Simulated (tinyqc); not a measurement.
Composition and strain of an epitaxial Si(1-x)Ge(x) layer from Raman and X-ray peaks: one step, computed by the program tinyqc.

A (001) layer, biaxially strained in the plane. The Raman peaks follow empirical lines omega = w0 + c1 x + c3 x^3 + b eps (c3 for Si-Ge alone), with eps the in-plane strain.

Problem. Lattice constants and strain. Relaxed lattice constant a(x) = a_Si + (a_Ge - a_Si) x - B x (1 - x). In-plane constant a_par = a_sub + R (a(x) - a_sub); eps = a_par/a(x) - 1; eps_perp = -(2 C12/C11) eps with 2 C12/C11 linear in x; a_perp = a(x) (1 + eps_perp).

Inputs (values chosen for the exercise, modelled on silicon-germanium):

| quantity | value | unit |
|---|---|---|
| Ge fraction x | 0.57 | - |
| degree of relaxation R | 0.78 | - |
| lattice constant of Si | 5.431 | angstrom |
| lattice constant of Ge | 5.658 | angstrom |
| bowing B | 0.026 | angstrom |
| 2 C12/C11 of Si | 0.775 | - |
| 2 C12/C11 of Ge | 0.745 | - |

Substrate: germanium.

Give: relaxed constant a(x); substrate constant a_sub; a_par; in-plane strain eps; strain along the normal; a_perp.

Solution.

relaxed constant a(x) = 5.554 angstrom

substrate constant a_sub = 5.658 angstrom

a_par = 5.577 angstrom

in-plane strain eps = 4.119 per mille

strain along the normal = -3.122 per mille

a_perp = 5.537 angstrom

The layer is under tension in the plane and is shortened along the normal.
